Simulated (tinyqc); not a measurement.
Inside a calculation. Method: UKS/PBE0 in the sto-3g basis, for H3, spin multiplicity 2. This run ends on a higher stationary point, not on the lowest solution. One step of it, computed by the program tinyqc.

Question. Iteration 2: diagonalisation and new density. Diagonalise F' = X^T F X, C = X C', fill 2 alpha and 1 beta electrons from the bottom; D(s) = C_occ C_occ^T. Each column has its largest component positive (the first on a tie).

F(alpha) (hartree):
```
           1H 1s      2H 1s      3H 1s
1H 1s  -0.398595  -0.524724  -0.526259
2H 1s  -0.524724  -0.398595  -0.526259
3H 1s  -0.526259  -0.526259  -0.501644
```

F(beta) (hartree):
```
           1H 1s      2H 1s      3H 1s
1H 1s  -0.361848  -0.492283  -0.425300
2H 1s  -0.492283  -0.361848  -0.425300
3H 1s  -0.425300  -0.425300  -0.133142
```

X:
```
               1          2         3
1H 1s   1.196461  -0.690762  0.380576
2H 1s  -1.196461  -0.690762  0.380576
3H 1s   0.000000   1.381531  0.380574
```

Give: F' = X^T F X; orbital energies; coefficients C; F' = X^T F X; orbital energies; coefficients C; D(alpha) after iteration 2; D(beta) after iteration 2.

Answer.

F' = X^T F X (alpha) (hartree):
```
        1        2        3
1  0.3611   0.0000   0.0000
2  0.0000   0.1703  -0.0550
3  0.0000  -0.0550  -0.6450
```

orbital energies (alpha) (hartree): MO1 -0.6487, MO2 0.1740, MO3 0.3611

coefficients C (alpha):
```
          MO1      MO2      MO3
1H 1s  0.3334  -0.7147   1.1965
2H 1s  0.3334  -0.7147  -1.1965
3H 1s  0.4723   1.3529   0.0000
```

F' = X^T F X (beta) (hartree):
```
        1       2        3
1  0.3734  0.0000   0.0000
2  0.0000  0.5542   0.1555
3  0.0000  0.1555  -0.5131
```

orbital energies (beta) (hartree): MO1 -0.5353, MO2 0.3734, MO3 0.5764

coefficients C (beta):
```
          MO1      MO2      MO3
1H 1s  0.4743   1.1965  -0.6301
2H 1s  0.4743  -1.1965  -0.6301
3H 1s  0.1816   0.0000   1.4214
```

D(alpha) after iteration 2:
```
         1H 1s    2H 1s    3H 1s
1H 1s   0.6220   0.6220  -0.8095
2H 1s   0.6220   0.6220  -0.8095
3H 1s  -0.8095  -0.8095   2.0535
```

D(beta) after iteration 2:
```
        1H 1s   2H 1s   3H 1s
1H 1s  0.2250  0.2250  0.0861
2H 1s  0.2250  0.2250  0.0861
3H 1s  0.0861  0.0861  0.0330
```
